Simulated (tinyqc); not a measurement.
What moves the results: linear model of a band gap against the share of exact exchange. A value that a table varies takes the place of the one given here.

E(alpha) = E0 + S alpha. A wider gap screens less, modelled in the Penn form eps(alpha) = 1 + (e0 - 1)(EP/(EP + S alpha))^2 with a scale EP chosen for the exercise. A dielectric-dependent hybrid takes alpha = 1/eps.

Values chosen for the exercise (of the order of those of SiO2; shifted at random, so the results belong to these values and not to a real crystal): E0 = 5.67 eV (gap of the semi-local functional); S = 10.5 eV (slope dE/d(alpha)); e0 = 2.51 (optical dielectric constant at alpha = 0); EP = 29.3 eV (energy scale of the screening); Et = 8.87 eV (target gap).

## Sweep of alpha

Also the exciton scale relative to alpha = 0, (m/m(0))(eps(0)/eps)^2, with a mass proportional to E + D, D = E0/2 + 0.3 eV, a k.p rule for direct gaps only.

Results:
```
alpha  E (eV)    eps  alpha eps  exciton scale
0.00    5.670  2.510      0.000           1.00
0.05    6.195  2.457      0.123           1.11
0.10    6.720  2.407      0.241           1.22
0.15    7.245  2.360      0.354           1.33
0.20    7.770  2.315      0.463           1.46
0.25    8.295  2.272      0.568           1.58
0.35    9.345  2.192      0.767           1.86
0.50   10.920  2.086      1.043           2.31
```

What does this show, and why?

alpha eps reaches 1 between alpha = 0.35 and 0.5 (fixed point 0.476), and the target gap is met between 0.25 and 0.35. At the fixed point the gap is 10.66 eV, +1.79 eV from the target. From 0 to 0.25 the gap grows by 2.62 eV while eps falls by 9 %; the exciton scale, which takes both, grows by a factor of 1.58.

## What each parameter does

Fixed point alpha = 1/eps(alpha), gap and eps there. Each row changes one parameter from the base and keeps the others.

Results:
```
case            alpha  E (eV)    eps
base           0.4757  10.665  2.102
E0 = 6.237 eV  0.4757  11.232  2.102
S = 11.55 eV   0.4843  11.264  2.065
e0 = 2.259     0.5292  11.227  1.890
EP = 32.23 eV  0.4680  10.584  2.137
```

How do the results move?

The largest shifts from the base row, up to three for each result and ties (the steps differ in size, so this ranks the rows, not the parameters). alpha: e0 +0.0535, S +0.0086, EP -0.0077; unchanged at the printed digits by E0. E (eV): S +0.599, E0 +0.567, e0 +0.562. eps: e0 -0.213, S -0.038, EP +0.035; unchanged at the printed digits by E0.

Program tinyqc; command `OMP_NUM_THREADS=1 python tinyqc.py 1880783 1880784 out.jsonl`; about 0.01 s on one thread of a shared Intel(R) Xeon(R) Processor @ 2.30GHz.
